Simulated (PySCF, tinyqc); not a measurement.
MP2 on RHF in the 3-21g basis, for H3+, spin multiplicity 1, step by step. The lowest restricted solution is unstable here: a spin-polarised one lies 0.0015 hartree lower (PySCF). One step of it, computed by the program tinyqc.

Problem. Second-order Moller-Plesset energy. E2 = sum_ijab (ia|jb) [2 (ia|jb) - (ib|ja)] / (e_i + e_j - e_a - e_b) over occupied i, j and virtual a, b; the opposite-spin part is (ia|jb)^2 / denominator, the rest is same-spin, and SCS-MP2 scales them by 6/5 and 1/3.

orbital energies (hartree): MO1 -0.885808, MO2 -0.373042, MO3 -0.130947, MO4 0.754410, MO5 0.815451, MO6 0.903343

Two-electron integrals over orbitals (pq|rs), unique and non-zero (hartree):
```
p,q,r,s,(pq|rs)
1,1,1,1,0.495756
2,1,1,1,-0.013045
2,1,2,1,0.119059
2,2,1,1,0.410425
2,2,2,1,0.019064
2,2,2,2,0.442160
3,1,1,1,0.060538
3,1,2,1,0.002688
3,1,2,2,-0.035497
3,1,3,1,0.096314
3,2,1,1,0.004376
3,2,2,1,-0.090829
3,2,2,2,-0.014168
3,2,3,1,-0.010190
3,2,3,2,0.087040
3,3,1,1,0.422350
3,3,2,1,-0.016615
3,3,2,2,0.365469
3,3,3,1,0.046751
3,3,3,2,0.010893
3,3,3,3,0.393356
4,1,1,1,0.035263
4,1,2,1,0.004566
4,1,2,2,0.067763
4,1,3,1,-0.028475
4,1,3,2,-0.002076
4,1,3,3,0.024392
4,1,4,1,0.046055
4,2,1,1,0.010987
4,2,2,1,0.074098
4,2,2,2,0.032338
4,2,3,1,-0.000196
4,2,3,2,-0.054548
4,2,3,3,0.004298
4,2,4,1,0.018281
4,2,4,2,0.091866
4,3,1,1,-0.068491
4,3,2,1,-0.001576
4,3,2,2,-0.065032
4,3,3,1,-0.002147
4,3,3,2,0.000732
4,3,3,3,-0.047182
4,3,4,1,-0.033802
4,3,4,2,-0.013969
4,3,4,3,0.037491
4,4,1,1,0.410966
4,4,2,1,0.048822
4,4,2,2,0.456375
4,4,3,1,-0.043216
4,4,3,2,-0.037632
4,4,3,3,0.359389
4,4,4,1,0.089637
4,4,4,2,0.064567
4,4,4,3,-0.081318
4,4,4,4,0.516546
5,1,1,1,0.024748
5,1,2,1,-0.044708
5,1,2,2,0.010163
5,1,3,1,0.000100
5,1,3,2,0.034467
5,1,3,3,0.019783
5,1,4,1,0.003651
5,1,4,2,-0.055441
5,1,4,3,-0.007409
5,1,4,4,-0.002172
5,1,5,1,0.044541
5,2,1,1,-0.077749
5,2,2,1,0.006081
5,2,2,2,-0.093519
5,2,3,1,0.022426
5,2,3,2,-0.006720
5,2,3,3,-0.051530
5,2,4,1,-0.054119
5,2,4,2,-0.008550
5,2,4,3,0.048896
5,2,4,4,-0.121264
5,2,5,1,-0.018236
5,2,5,2,0.076992
5,3,1,1,-0.002603
5,3,2,1,0.031114
5,3,2,2,-0.005017
5,3,3,1,0.009312
5,3,3,2,-0.018029
5,3,3,3,-0.002338
5,3,4,1,-0.005593
5,3,4,2,0.045169
5,3,4,3,0.003627
5,3,4,4,0.003183
5,3,5,1,-0.029943
5,3,5,2,0.013413
5,3,5,3,0.033168
5,4,1,1,0.012261
5,4,2,1,-0.147547
5,4,2,2,-0.021360
5,4,3,1,-0.011995
5,4,3,2,0.122746
5,4,3,3,0.017656
5,4,4,1,-0.006178
5,4,4,2,-0.114487
5,4,4,3,0.002460
5,4,4,4,-0.066602
5,4,5,1,0.072932
5,4,5,2,-0.012699
5,4,5,3,-0.050176
5,4,5,4,0.217857
5,5,1,1,0.405820
5,5,2,1,-0.048233
5,5,2,2,0.423286
5,5,3,1,-0.039338
5,5,3,2,0.040710
5,5,3,3,0.364572
5,5,4,1,0.078164
5,5,4,2,-0.012246
5,5,4,3,-0.073592
5,5,4,4,0.446191
5,5,5,1,0.042552
5,5,5,2,-0.115108
5,5,5,3,-0.028960
5,5,5,4,0.073150
5,5,5,5,0.473649
6,1,1,1,-0.076038
6,1,2,1,-0.004110
6,1,2,2,-0.018467
6,1,3,1,-0.052813
6,1,3,2,0.009902
6,1,3,3,-0.057968
6,1,4,1,0.006309
6,1,4,2,-0.012033
6,1,4,3,0.013399
6,1,4,4,-0.020933
6,1,5,1,-0.005879
6,1,5,2,0.005205
6,1,5,3,-0.015886
6,1,5,4,0.015941
6,1,5,5,-0.012420
6,1,6,1,0.082752
6,2,1,1,-0.007697
6,2,2,1,0.009175
6,2,2,2,-0.016319
6,2,3,1,0.010644
6,2,3,2,-0.003454
6,2,3,3,-0.005260
6,2,4,1,-0.011612
6,2,4,2,0.001736
6,2,4,3,0.007966
6,2,4,4,-0.020497
6,2,5,1,-0.003149
6,2,5,2,0.014029
6,2,5,3,0.006347
6,2,5,4,-0.009214
6,2,5,5,-0.024793
6,2,6,1,-0.004959
6,2,6,2,0.007794
6,3,1,1,-0.093028
6,3,2,1,0.013928
6,3,2,2,-0.032933
6,3,3,1,-0.045142
6,3,3,2,-0.004306
6,3,3,3,-0.063339
6,3,4,1,0.003130
6,3,4,2,0.008507
6,3,4,3,0.018146
6,3,4,4,-0.031187
6,3,5,1,-0.020500
6,3,5,2,0.015891
6,3,5,3,-0.002788
6,3,5,4,-0.013848
6,3,5,5,-0.038192
6,3,6,1,0.074169
6,3,6,2,-0.001863
6,3,6,3,0.079839
6,4,1,1,0.013474
6,4,2,1,-0.031036
6,4,2,2,-0.004071
6,4,3,1,0.008746
6,4,3,2,0.024103
6,4,3,3,0.013959
6,4,4,1,-0.001603
6,4,4,2,-0.023581
6,4,4,3,-0.001000
6,4,4,4,-0.014466
6,4,5,1,0.017722
6,4,5,2,-0.003007
6,4,5,3,-0.008910
6,4,5,4,0.043465
6,4,5,5,0.015311
6,4,6,1,-0.013485
6,4,6,2,-0.001347
6,4,6,3,-0.016316
6,4,6,4,0.013985
6,5,1,1,-0.016174
6,5,2,1,-0.001297
6,5,2,2,0.018879
6,5,3,1,-0.034646
6,5,3,2,0.007349
6,5,3,3,-0.012343
6,5,4,1,0.016373
6,5,4,2,-0.001657
6,5,4,3,-0.004725
6,5,4,4,0.026477
6,5,5,1,0.004941
6,5,5,2,-0.016905
6,5,5,3,-0.004981
6,5,5,4,0.008855
6,5,5,5,0.026125
6,5,6,1,0.022654
6,5,6,2,-0.002951
6,5,6,3,0.018938
6,5,6,4,-0.002990
6,5,6,5,0.018844
6,6,1,1,0.516421
6,6,2,1,-0.013905
6,6,2,2,0.344029
6,6,3,1,0.154102
6,6,3,2,-0.002751
6,6,3,3,0.451977
6,6,4,1,-0.001988
6,6,4,2,0.005982
6,6,4,3,-0.060725
6,6,4,4,0.336103
6,6,5,1,0.029324
6,6,5,2,-0.041660
6,6,5,3,0.012017
6,6,5,4,0.003260
6,6,5,5,0.341660
6,6,6,1,-0.153593
6,6,6,2,0.007040
6,6,6,3,-0.154230
6,6,6,4,0.029258
6,6,6,5,-0.058486
6,6,6,6,0.699162
```

Hartree-Fock energy = -1.15628451 hartree

Give: Terms; Pair energies; MP2 correlation energy; SCS-MP2 correlation energy; MP2 total energy.

Solution.

Terms:
```
i,j,a,b,(ia|jb),(ib|ja),denominator,term
1,1,2,2,0.1191,0.1191,-1.0255,-0.0138
1,1,3,3,0.0963,0.0963,-1.5097,-0.0061
1,1,6,6,0.0828,0.0828,-3.5783,-0.0019
1,1,3,6,-0.0528,-0.0528,-2.5440,-0.0011
1,1,6,3,-0.0528,-0.0528,-2.5440,-0.0011
1,1,2,5,-0.0447,-0.0447,-2.2140,-0.0009
1,1,5,2,-0.0447,-0.0447,-2.2140,-0.0009
1,1,4,4,0.0461,0.0461,-3.2804,-0.0006
1,1,5,5,0.0445,0.0445,-3.4025,-0.0006
1,1,3,4,-0.0285,-0.0285,-2.3951,-3.39e-04
1,1,4,3,-0.0285,-0.0285,-2.3951,-3.39e-04
1,1,6,4,0.0063,0.0063,-3.4294,-1.16e-05
1,1,4,6,0.0063,0.0063,-3.4294,-1.16e-05
1,1,5,6,-0.0059,-0.0059,-3.4904,-9.90e-06
1,1,6,5,-0.0059,-0.0059,-3.4904,-9.90e-06
1,1,2,4,0.0046,0.0046,-2.1530,-9.68e-06
1,1,4,2,0.0046,0.0046,-2.1530,-9.68e-06
1,1,2,6,-0.0041,-0.0041,-2.3019,-7.34e-06
1,1,6,2,-0.0041,-0.0041,-2.3019,-7.34e-06
1,1,3,2,0.0027,0.0027,-1.2676,-5.70e-06
1,1,2,3,0.0027,0.0027,-1.2676,-5.70e-06
1,1,4,5,0.0037,0.0037,-3.3415,-3.99e-06
1,1,5,4,0.0037,0.0037,-3.3415,-3.99e-06
1,1,3,5,9.98e-05,9.98e-05,-2.4561,-4.05e-09
1,1,5,3,9.98e-05,9.98e-05,-2.4561,-4.05e-09
```

Pair energies (hartree; pair i-j sums ij and ji):
```
pair,opposite spin,same spin
1-1,-0.0279,0
```

MP2 correlation energy = -0.027882 hartree

SCS-MP2 correlation energy = -0.033458 hartree

MP2 total energy = -1.184166 hartree
